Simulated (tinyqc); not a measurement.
Schottky barriers and band offsets from neutrality levels, step by step. Values are carried at full precision from step to step, so a last printed digit may differ when a step is redone from the rounded ones.

Pinning factor S = 1/(1 + 0.1 (eps - 1)^2); depth of the neutrality level below vacuum PhiN = chi + Eg - EN. Barrier for electrons phi_n = S (WM - PhiN) + (PhiN - chi), for holes phi_p = Eg - phi_n; effective work function PhiN + S (WM - PhiN).

Constants: e^2/(4 pi eps0) = 14.39964547 eV angstrom.

Values chosen for the exercise:
- Eg1 = 0.68 eV (gap of material 1, near Ge)
- chi1 = 3.93 eV (its electron affinity)
- eps1 = 16.09 (its optical dielectric constant)
- EN1 = 0.09 eV (its neutrality level above the valence top)
- WM = 4.37 eV (work function of a metal)
- Eg2 = 5.25 eV (gap of material 2, near Si3N4)
- chi2 = 2.1 eV (its electron affinity)
- eps2 = 3.73 (its optical dielectric constant)
- EN2 = 2.72 eV (its neutrality level above the valence top)
- dl = 4.2 angstrom (width of the interface dipole layer)
- ei = 1.5 (its dielectric constant)

## Barrier of a metal contact

Compare with the Schottky-Mott value WM - chi (S = 1) and full pinning (S = 0).

S = 0.0421
PhiN = 4.520 eV
phi_n = 0.584 eV
phi_p = 0.096 eV
phi_n for S = 1 and S = 0 (eV): [0.440, 0.590]

The barrier lies 4 % of the way from the pinned to the Schottky-Mott value.

## Band offsets of two materials

Offset of the conduction edges, dEc = Ec(2) - Ec(1) = (chi1 - PhiN1) - (chi2 - PhiN2) + S (PhiN1 - PhiN2), PhiN = chi + Eg - EN, S = 1/(1 + 0.1 (eps - 1)^2) of the material with the wider gap; dEv = Ev(1) - Ev(2) = Eg2 - Eg1 - dEc.

Compare with the affinity rule (S = 1) and aligned neutrality levels (S = 0).

PhiN1, PhiN2 (eV): [4.520, 4.630]

S = 0.5730
dEc = 1.877 eV
dEv = 2.693 eV
dEc for S = 1 and S = 0 (eV): [1.830, 1.940]

As a gate insulator on material 1, material 2 should offer 1 eV at each edge; it does at both (smaller barrier 1.88 eV, for electrons).

## The density of gap states that S implies

S and PhiN are those of material 1, from the metal contact. In the picture of a dipole layer, S = 1/(1 + 4 pi (e^2/4 pi eps0) D dl/ei) with D states per area and energy. The charge in the gap states is D (WM - PhiN) S electrons missing per area, and the dipole step is (1 - S)(WM - PhiN). 1 angstrom^-2 = 1e16 cm^-2.

D = 4.494e+14 1/(cm^2 eV)
electrons missing from the gap states (negative: in excess) = -2.84e+12 cm^-2
dipole step = -0.144 eV

A surface holds about 1e15 atoms per cm^2, so 0.3 % of an electron per atom makes this step.

## Checks

- Offset for S = 1 against the difference of the affinities (eV): both 1.830.

Computed by tinyqc, a small Python program: `OMP_NUM_THREADS=1 python tinyqc.py 1880146 1880147 out.jsonl` (the numbers bound the seed that draws the inputs); one thread of a shared host (Intel(R) Xeon(R) Processor @ 2.30GHz), about 0.01 s for the whole set of steps.
